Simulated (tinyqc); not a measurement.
Ion implantation: universal nuclear stopping, Lindhard-Scharff electronic stopping and a Gaussian range profile: one step, computed by the program tinyqc. Command: `OMP_NUM_THREADS=1 python tinyqc.py 3007393 3007394 out.jsonl implant walk`. One thread of a shared host (Intel(R) Xeon(R) Processor @ 2.30GHz), about 0.05 s of CPU time with the checks.

An ion slows by elastic collisions with screened nuclei and by friction with electrons; channelling is ignored and the target is uniform.

Task: Gaussian profile. C(x) = C_p exp(-(x - R_p)^2/(2 dR_p^2)) with C_p = Q/(sqrt(2 pi) dR_p), 1 nm = 1e-7 cm; the profile falls to the background at x_j = R_p + dR_p sqrt(2 ln(C_p/C_B)); the peak atomic fraction is C_p/N.

Inputs (values chosen for the exercise, modelled on oxygen ions in germanium): target density N = 44.2 1/nm^3; dose Q = 2.4e+12 1/cm^2; background C_B = 1.3e+15 1/cm^3.

straggle dR_p = 44.60572 nm

projected range R_p = 173.9581 nm

Give: peak concentration C_p; depth x_j where C falls to C_B; peak atomic fraction.

Result:

peak concentration C_p = 2.146e+17 1/cm^3

Depth x_j where C falls to C_B = 316.5 nm

peak atomic fraction = 4.856e-06

Caution: the estimates of R_p and dR_p assume mainly nuclear stopping and an ion not much lighter than the target; here they are rough, and for light ions in heavy targets the straggle can be low by a factor of two or more.
